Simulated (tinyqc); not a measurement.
From results back to parameters: localisation in a chain with random site energies (transfer matrices). Three cases, with inputs chosen for the exercise.

Problem. In the localised range mean ln T = c - 2N/xi, xi being the localisation length in sites, and site energies spread evenly over a width W give xi = 24 (4t^2 - E^2)/W^2 for weak disorder. The two means come from a hidden xi.

Find: xi; W.

Method. The slope gives xi = 2 (N2 - N1)/(difference of the means), and W = sqrt(24 (4t^2 - E^2)/xi).

Case 1.

Values chosen: t = 1.05 eV (hopping); E = -0.85 eV (energy); N1 = 58 (first length); N2 = 236 (second length).

mean ln T: N1 -3.75214, N2 -14.31593

Solution.

xi = 33.7 sites
W = 1.62 eV

Case 2.

Values chosen: t = 0.88 eV (hopping); E = -0.45 eV (energy); N1 = 45 (first length); N2 = 147 (second length).

mean ln T: N1 -7.40806, N2 -23.85968

Solution.

xi = 12.4 sites
W = 2.37 eV

Case 3.

Values chosen: t = 0.83 eV (hopping); E = -1.18 eV (energy); N1 = 68 (first length); N2 = 227 (second length).

mean ln T: N1 -11.18365, N2 -36.42175

Solution.

xi = 12.6 sites
W = 1.61 eV

Computed by tinyqc, one run a case: `OMP_NUM_THREADS=1 python tinyqc.py N N+1 out.jsonl` with N = 1481687, 1481722, 1481744; one thread of a shared Intel(R) Xeon(R) Processor @ 2.30GHz, about 0.08 s a run at most.
